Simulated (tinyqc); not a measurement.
Global model of a low-pressure process discharge: electron temperature, density, ion flux and ion energy: one step, computed by the program tinyqc. Command: `OMP_NUM_THREADS=1 python tinyqc.py 3110920 3110921 out.jsonl plasma walk`. One thread of a shared host (Intel(R) Xeon(R) Processor @ 2.30GHz), about 0.01 s of CPU time with the checks.

Maxwellian electrons with temperature T_e in eV, one positive ion, no negative ions, uniform bulk density n; rate constants have the Arrhenius form.

Problem. Energy per pair and density. E_c = E_iz + (X0 exp(-E_ex/T_e) E_ex + K_el (3 m_0/M) T_e)/K_iz; wall potential V_s = (T_e/2) ln(M/(2 pi m_0)); E_T = E_c + 2 T_e + T_e/2 + V_s; n = P/(e u_B A_eff E_T); ion current density J = e h_L n u_B; ionised share n/n_g.

Inputs (values chosen for the exercise, of the order of those of an inductive discharge in a simple atomic gas):
```
quantity                      value   unit
ion mass M                     35.5      u
ionisation energy E_iz         13.4     eV
excitation prefactor X0     2.4e-14  m^3/s
excitation energy E_ex         8.33     eV
elastic rate constant K_el  7.9e-14  m^3/s
gas temperature T_g             600      K
absorbed power P               2400      W
```

T_e = 3.768069 eV

K_iz = 7.136785e-16 m^3/s

Bohm velocity u_B = 3200.191 m/s

A_eff = 265.1000 cm^2

h_L = 0.3844195

gas density n_g = 7.846551e+19 1/m^3

Constants: m_0 = 9.1093837015e-31 kg; u = 1.6605390666e-27 kg; e = 1.602176634e-19 C.

Give: collisional loss per pair E_c; wall potential V_s; E_T; plasma density n; ion current density J; ionised share.

Solution.

collisional loss per pair E_c = 44.13 eV

wall potential V_s = 17.41 V

E_T = 70.96 eV

plasma density n = 2.488e+12 1/cm^3

ion current density J = 49.05 mA/cm^2

ionised share = 0.03171

Collisions take 62 % of the power and the walls the rest. T_e came from the particle balance alone; the power sets only n. Caution: at this ionised share gas depletion and heating, left out here, matter.
